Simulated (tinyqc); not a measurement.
Surface potential of a MOS transistor: implicit equation and explicit approximations: two steps of the calculation.

p-type body, charge-sheet picture, depletion and inversion only, full ionisation (an idealisation for deep acceptors), Boltzmann statistics (rough once Na exp(x - xn) passes about Nc/7). In units of Vt: xg = (Vg - Vfb)/Vt, x = psi/Vt, G = gamma/sqrt(Vt), xn = (2 phiF + Vc)/Vt. The implicit equation is (xg - x)^2 = G^2 [x - 1 + exp(x - xn)] for x above about 3. Cox = eps0 eox/tox.

Values chosen for this exercise; band and dielectric values close to those of silicon:
```
symbol,value,unit,meaning
T,400,K,temperature
Eg,1.1,eV,band gap
eps_r,11.7,,relative permittivity
Nc,4.31e19,cm^-3,conduction-band density of states at T
Nv,4.02e19,cm^-3,valence-band density of states at T
eox,24.7,,relative permittivity of the gate insulator (close to zirconium oxide)
tox,45,nm,insulator thickness
Na,2.9e17,cm^-3,acceptor density
Vfb,-0.82,V,flat-band voltage
Vc,0.5,V,channel-body voltage
Vg,1.69,V,gate-body voltage
```

Constants: q = 1.602176634e-19 C, kB = 1.380649e-23 J/K, Vt = kB T/q, eps0 = 8.8541878128e-14 F/cm where lengths are in cm. Results are converted to the units shown.

Task 1. Scales. ni = sqrt(Nc Nv) exp(-Eg/(2 Vt)), Eg in volts; phiF = Vt ln(Na/ni); gamma = sqrt(2 q eps0 eps_r Na)/Cox; VT = Vfb + Vt (xn + G sqrt(xn - 1)).

Wanted: phiF; gamma; G; xn; VT; xg.

Result 1.

phiF = 0.3788 V
gamma = 0.6384 V^0.5
G = 3.439
xn = 36.48
VT = 1.144 V
xg = 72.82

Task 2. New x. D = exp(x - xn), f = (xg - x)^2 - G^2 (x - 1 + D), f' = -2 (xg - x) - G^2 (1 + D), x(new) = x - f/f'.

x after iteration 1 = 40.462779
G = 3.4386413
xn = 36.484934
xg = 72.818351

Give: D; f; f'; x after iteration 2.

Result 2.

D = 53.40
f = -51.17
f' = -708.0
x after iteration 2 = 40.39

tinyqc, about 0.01 s, one thread, Intel Xeon 2.30GHz (shared host): `OMP_NUM_THREADS=1 python tinyqc.py 2122010 2122011 out.jsonl`
